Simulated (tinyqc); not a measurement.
Worked calculation: CIS and TDHF on RHF in the sto-6g basis, frozen core, for BeH+, spin multiplicity 1. Computed by tinyqc, a small Python program that keeps every step (integrals from PySCF). Settings: charge = 1, multiplicity = 1, basis = sto-6g, method = RHF, frozen orbitals = 1, energy threshold = 1e-10, iteration cap = 76, orthogonalisation = symmetric, start = atomic densities, DIIS depth = 6, TDHF = 1. Command: `OMP_NUM_THREADS=1 python tinyqc.py 28196 28197 out.jsonl` (the two numbers bound the seeds that draw the settings). One thread of a shared host (Intel(R) Xeon(R) Processor @ 2.60GHz), about 0.1 s of CPU time with the checks. The early iterations of the SCF are left out here.

## One-electron integrals

Geometry (angstrom):

| atom | x | y | z |
|---|---|---|---|
| Be | 0.00000 | 0.00000 | 0.00000 |
| H | 0.00000 | 0.00000 | 1.42700 |

Basis sto-6g: exponents (1/bohr^2) and contraction coefficients of normalised primitives:

| element | l (shell) | exponent | coefficient |
|---|---|---|---|
| Be | s (1) | 312.87049 | 0.00916 |
| Be | s (1) | 57.36446 | 0.04936 |
| Be | s (1) | 16.04851 | 0.16854 |
| Be | s (1) | 5.51310 | 0.37056 |
| Be | s (1) | 2.14090 | 0.41649 |
| Be | s (1) | 0.88174 | 0.13033 |
| Be | s (2) | 13.63325 | -0.01325 |
| Be | s (2) | 2.69838 | -0.04699 |
| Be | s (2) | 0.83865 | -0.03379 |
| Be | s (2) | 0.32266 | 0.25024 |
| Be | s (2) | 0.14013 | 0.59512 |
| Be | s (2) | 0.06423 | 0.24071 |
| Be | p (3) | 13.63325 | 0.00376 |
| Be | p (3) | 2.69838 | 0.03768 |
| Be | p (3) | 0.83865 | 0.17390 |
| Be | p (3) | 0.32266 | 0.41804 |
| Be | p (3) | 0.14013 | 0.42586 |
| Be | p (3) | 0.06423 | 0.10171 |
| H | s (1) | 35.52322 | 0.00916 |
| H | s (1) | 6.51314 | 0.04936 |
| H | s (1) | 1.82214 | 0.16854 |
| H | s (1) | 0.62596 | 0.37056 |
| H | s (1) | 0.24308 | 0.41649 |
| H | s (1) | 0.10011 | 0.13033 |

Overlap, kinetic and nuclear-attraction integrals over the contracted functions; the nuclear repulsion is the sum of Za Zb / Rab.

nuclear repulsion = 1.4833279 hartree

overlap S, lower triangle:
```
          1Be 1s   1Be 2s  1Be 2px  1Be 2py  1Be 2pz    2H 1s
1Be 1s   1.00000
1Be 2s   0.25476  1.00000
1Be 2px  0.00000  0.00000  1.00000
1Be 2py  0.00000  0.00000  0.00000  1.00000
1Be 2pz  0.00000  0.00000  0.00000  0.00000  1.00000
2H 1s    0.05945  0.42612  0.00000  0.00000  0.49948  1.00000
```

kinetic energy T (hartree), lower triangle:
```
           1Be 1s   1Be 2s  1Be 2px  1Be 2py  1Be 2pz    2H 1s
1Be 1s    6.76875
1Be 2s   -0.20738  0.22012
1Be 2px   0.00000  0.00000  0.66127
1Be 2py   0.00000  0.00000  0.00000  0.66127
1Be 2pz   0.00000  0.00000  0.00000  0.00000  0.66127
2H 1s    -0.01383  0.05639  0.00000  0.00000  0.16558  0.76852
```

nuclear attraction V (hartree), lower triangle:
```
            1Be 1s    1Be 2s   1Be 2px   1Be 2py   1Be 2pz     2H 1s
1Be 1s   -15.08562
1Be 2s    -1.74521  -2.65199
1Be 2px    0.00000   0.00000  -2.61649
1Be 2py    0.00000   0.00000   0.00000  -2.61649
1Be 2pz   -0.01671  -0.13793   0.00000   0.00000  -2.72270
2H 1s     -0.44902  -1.12297   0.00000   0.00000  -1.30547  -2.71486
```

core Hamiltonian H = T + V (hartree), lower triangle:
```
           1Be 1s    1Be 2s   1Be 2px   1Be 2py   1Be 2pz     2H 1s
1Be 1s   -8.31687
1Be 2s   -1.95259  -2.43187
1Be 2px   0.00000   0.00000  -1.95522
1Be 2py   0.00000   0.00000   0.00000  -1.95522
1Be 2pz  -0.01671  -0.13793   0.00000   0.00000  -2.06144
2H 1s    -0.46285  -1.06658   0.00000   0.00000  -1.13989  -1.94633
```

## Two-electron integrals

Functions are numbered as in S; the eight-fold symmetry (ij|kl) = (ji|kl) = (kl|ij) leaves the list below.

Two-electron integrals (ij|kl) in chemists' order, unique and non-zero (hartree):
```
(11|11) 2.30000   (21|11) 0.36188   (21|21) 0.07193   (22|11) 0.57033
(22|21) 0.13965   (22|22) 0.41777   (31|31) 0.01525   (32|31) 0.02255
(32|32) 0.09234   (33|11) 0.57033   (33|21) 0.13965   (33|22) 0.41777
(33|33) 0.45012   (41|41) 0.01525   (42|41) 0.02255   (42|42) 0.09234
(43|43) 0.02426   (44|11) 0.57033   (44|21) 0.13965   (44|22) 0.41777
(44|33) 0.40160   (44|44) 0.45012   (51|51) 0.01525   (52|51) 0.02255
(52|52) 0.09234   (53|53) 0.02426   (54|54) 0.02426   (55|11) 0.57033
(55|21) 0.13965   (55|22) 0.41777   (55|33) 0.40160   (55|44) 0.40160
(55|55) 0.45012   (61|11) 0.08688   (61|21) 0.01676   (61|22) 0.03239
(61|33) 0.03213   (61|44) 0.03213   (61|51) 0.00166   (61|52) 0.00321
(61|55) 0.03293   (61|61) 0.00413   (62|11) 0.20209   (62|21) 0.05023
(62|22) 0.16280   (62|33) 0.15674   (62|44) 0.15674   (62|51) 0.00702
(62|52) 0.04078   (62|55) 0.17492   (62|61) 0.01293   (62|62) 0.09336
(63|31) 0.00493   (63|32) 0.02222   (63|53) 0.00714   (63|63) 0.00873
(64|41) 0.00493   (64|42) 0.02222   (64|54) 0.00714   (64|64) 0.00873
(65|11) 0.21521   (65|21) 0.05419   (65|22) 0.18357   (65|33) 0.17280
(65|44) 0.17280   (65|51) 0.01137   (65|52) 0.06364   (65|55) 0.20513
(65|61) 0.01465   (65|62) 0.11993   (65|65) 0.15930   (66|11) 0.36843
(66|21) 0.09346   (66|22) 0.33766   (66|33) 0.31327   (66|44) 0.31327
(66|51) 0.01559   (66|52) 0.11557   (66|55) 0.38645   (66|61) 0.02493
(66|62) 0.24461   (66|65) 0.33389   (66|66) 0.77500
```

## Orthogonalisation

S = U s U^T; symmetric (Loewdin) form X = U s^(-1/2) U^T, so that X^T S X = 1.

eigenvalues of S: 0.33395  0.79747  1.00000  1.00000  1.17243  1.69615

X, lower triangle:
```
           1Be 1s    1Be 2s  1Be 2px  1Be 2py   1Be 2pz    2H 1s
1Be 1s    1.02650
1Be 2s   -0.14168   1.13183
1Be 2px   0.00000   0.00000  1.00000
1Be 2py   0.00000   0.00000  0.00000  1.00000
1Be 2pz  -0.01011   0.12205  0.00000  0.00000   1.14019
2H 1s     0.02010  -0.30735  0.00000  0.00000  -0.35422  1.24311
```

## Iteration 8 (converged): orbitals

converged F (hartree), lower triangle:
```
           1Be 1s    1Be 2s   1Be 2px   1Be 2py   1Be 2pz     2H 1s
1Be 1s   -5.08474
1Be 2s   -1.36582  -0.83899
1Be 2px   0.00000   0.00000  -0.14337
1Be 2py   0.00000   0.00000   0.00000  -0.14337
1Be 2pz   0.01608  -0.13951   0.00000   0.00000  -0.31922
2H 1s    -0.32016  -0.52750   0.00000   0.00000  -0.43414  -0.53477
```

Diagonalise F' = X^T F X, C = X C', fill 2 alpha and 2 beta electrons from the bottom; D = 2 C_occ C_occ^T. Each column has its largest component positive (the first on a tie).

F' = X^T F X (hartree), lower triangle:
```
          1         2         3         4         5         6
1  -4.98837
2  -0.66593  -0.46149
3   0.00000   0.00000  -0.14337
4   0.00000   0.00000   0.00000  -0.14337
5   0.02044   0.01380   0.00000   0.00000  -0.13695
6  -0.03838  -0.35086   0.00000   0.00000  -0.35632  -0.19208
```

orbital energies (hartree): MO1 -5.08594, MO2 -0.72258, MO3 -0.26295, MO4 -0.14337, MO5 -0.14337, MO6 0.29259

coefficients C:
```
              MO1       MO2       MO3       MO4      MO5       MO6
1Be 1s    0.99566  -0.18218  -0.19146   0.00000  0.00000   0.11439
1Be 2s    0.01675   0.55944   0.75990   0.00000  0.00000  -0.72095
1Be 2px   0.00000   0.00000   0.00000   0.82574  0.56405   0.00000
1Be 2py   0.00000   0.00000   0.00000  -0.56405  0.82574   0.00000
1Be 2pz  -0.00242   0.29130  -0.63205   0.00000  0.00000  -0.97783
2H 1s    -0.00101   0.49878  -0.24281   0.00000  0.00000   1.20745
```

D after iteration 8, lower triangle:
```
           1Be 1s   1Be 2s  1Be 2px  1Be 2py  1Be 2pz    2H 1s
1Be 1s    2.04907
1Be 2s   -0.17048  0.62650
1Be 2px   0.00000  0.00000  0.00000
1Be 2py   0.00000  0.00000  0.00000  0.00000
1Be 2pz  -0.11096  0.32584  0.00000  0.00000  0.16972
2H 1s    -0.18375  0.55803  0.00000  0.00000  0.29059  0.49756
```

Within a degenerate level the vectors are fixed only up to a rotation; this is one choice.

## Convergence

Stop when the energy changes by less than 1e-10 hartree and every element of the error matrix X^T (F D S - S D F) X is below 3e-06.

Course of the cycle:

| iteration | E (hartree) | change | largest element of the error matrix |
|---|---|---|---|
| 1 | -12.7798226 | - | 2.46e-01 |
| 2 | -14.7964766 | -2.02e+00 | 8.92e-02 |
| 3 | -14.8160106 | -1.95e-02 | 2.67e-02 |
| 4 | -14.8182762 | -2.27e-03 | 1.09e-02 |
| 5 | -14.8186332 | -3.57e-04 | 7.41e-04 |
| 6 | -14.8186350 | -1.75e-06 | 2.90e-05 |
| 7 | -14.8186350 | -2.54e-10 | 1.75e-06 |
| 8 | -14.8186350 | -5.06e-12 | 1.19e-07 |

PySCF RHF in the same basis = -14.8186350 hartree

Converged in 8 iterations.

## Integrals over molecular orbitals

(pq|rs) = sum C_ip C_jq C_kr C_ls (ij|kl), one index at a time.

one-electron integrals over orbitals h = C^T H C (hartree), lower triangle:
```
          1         2         3         4         5         6
1  -8.30967
2   0.16470  -2.18377
3   0.20762  -0.00763  -1.95011
4   0.00000   0.00000   0.00000  -1.95522
5   0.00000   0.00000   0.00000   0.00000  -1.95522
6  -0.08077   0.18214  -0.03669   0.00000   0.00000  -1.62941
```

Two-electron integrals over orbitals (pq|rs), unique and non-zero (hartree); the lowest 1 orbital is frozen and left out:
```
(22|22) 0.52179    (32|22) -0.06662   (32|32) 0.03628    (33|22) 0.31914
(33|32) 0.03002    (33|33) 0.46613    (42|42) 0.04262    (43|42) 0.03112
(43|43) 0.05197    (44|22) 0.36507    (44|32) 0.02110    (44|33) 0.39860
(44|44) 0.45012    (52|52) 0.04262    (53|52) 0.03112    (53|53) 0.05197
(54|54) 0.02426    (55|22) 0.36507    (55|32) 0.02110    (55|33) 0.39860
(55|44) 0.40160    (55|55) 0.45012    (62|22) 0.05509    (62|32) -0.04700
(62|33) -0.02782   (62|44) -0.05805   (62|55) -0.05805   (62|62) 0.12348
(63|22) -0.05580   (63|32) 0.03056    (63|33) 0.05664    (63|44) 0.01849
(63|55) 0.01849    (63|62) -0.04769   (63|63) 0.04812    (64|42) -0.02956
(64|43) -0.01417   (64|64) 0.02623    (65|52) -0.02956   (65|53) -0.01417
(65|65) 0.02623    (66|22) 0.51954    (66|32) -0.06535   (66|33) 0.34857
(66|44) 0.37026    (66|55) 0.37026    (66|62) 0.08369    (66|63) -0.05567
(66|66) 0.55668
```

## CIS matrix, singlets

A(ia,jb) = (e_a - e_i) d_ij d_ab + 2 (ia|jb) - (ij|ab).

CIS matrix A, singlet (hartree), lower triangle:
```
          2>3      2>4      2>5      2>6
2>3   0.21305
2>4   0.00000  0.29937
2>5   0.00000  0.00000  0.29937
2>6  -0.03820  0.00000  0.00000  0.74259
```

## CIS singlet states

dipole integrals <i|r|a> (bohr):
```
           x         y         z
2>3  0.00000   0.00000  -0.75405
2>4  0.70161  -0.47925   0.00000
2>5  0.47925   0.70161   0.00000
2>6  0.00000   0.00000   0.77830
```

Diagonalise A (1 hartree = 27.211386 eV); each vector has its largest component positive (the first on a tie). The transition dipole is mu = sqrt2 sum c_ia <i|r|a>.

singlet excitation energies (eV): 5.72289  8.14635  8.14635  20.28160

lowest vectors:
```
     state 1   state 2  state 3   state 4
2>3  0.99743   0.00000  0.00000  -0.07159
2>4  0.00000   0.85923  0.51158   0.00000
2>5  0.00000  -0.51158  0.85923   0.00000
2>6  0.07159   0.00000  0.00000   0.99743
```

oscillator strengths 2/3 w |mu|^2: 0.13599  0.28817  0.28817  0.68509

Within a degenerate level the vectors are fixed only up to a rotation; this is one choice.

## TDHF (RPA) singlet states

B(ia,jb) = 2 (ia|jb) - (ib|ja); the squared energies are the eigenvalues of (A - B)(A + B); 1 hartree = 27.211386 eV.

TDHF matrix B, singlet (hartree), lower triangle:
```
          2>3      2>4      2>5      2>6
2>3   0.03628
2>4   0.00000  0.04262
2>5   0.00000  0.00000  0.04262
2>6  -0.04700  0.00000  0.00000  0.12348
```

squared energies w^2 (hartree^2): 0.04256  0.08781  0.08781  0.53621

TDHF energies from the positive w^2 (eV): 5.61393  8.06339  8.06339  19.92593

## CIS matrix, triplets

A(ia,jb) = (e_a - e_i) d_ij d_ab - (ij|ab).

CIS matrix A, triplet (hartree), lower triangle:
```
         2>3      2>4      2>5      2>6
2>3  0.14050
2>4  0.00000  0.21414
2>5  0.00000  0.00000  0.21414
2>6  0.05580  0.00000  0.00000  0.49564
```

## CIS triplet states

Diagonalise A (1 hartree = 27.211386 eV); each vector has its largest component positive (the first on a tie).

triplet excitation energies (eV): 3.59030  5.82708  5.82708  13.71997

lowest vectors:
```
      state 1  state 2   state 3  state 4
2>3   0.98843  0.00000   0.00000  0.15165
2>4   0.00000  0.98733  -0.15869  0.00000
2>5   0.00000  0.15869   0.98733  0.00000
2>6  -0.15165  0.00000   0.00000  0.98843
```

Within a degenerate level the vectors are fixed only up to a rotation; this is one choice.

## TDHF (RPA) triplet states

B(ia,jb) = - (ib|ja); the squared energies are the eigenvalues of (A - B)(A + B); 1 hartree = 27.211386 eV.

TDHF matrix B, triplet (hartree), lower triangle:
```
          2>3       2>4       2>5       2>6
2>3  -0.03628
2>4   0.00000  -0.04262
2>5   0.00000   0.00000  -0.04262
2>6   0.04700   0.00000   0.00000  -0.12348
```

squared energies w^2 (hartree^2): 0.01299  0.04404  0.04404  0.23766

TDHF energies from the positive w^2 (eV): 3.10102  5.71052  5.71052  13.26559
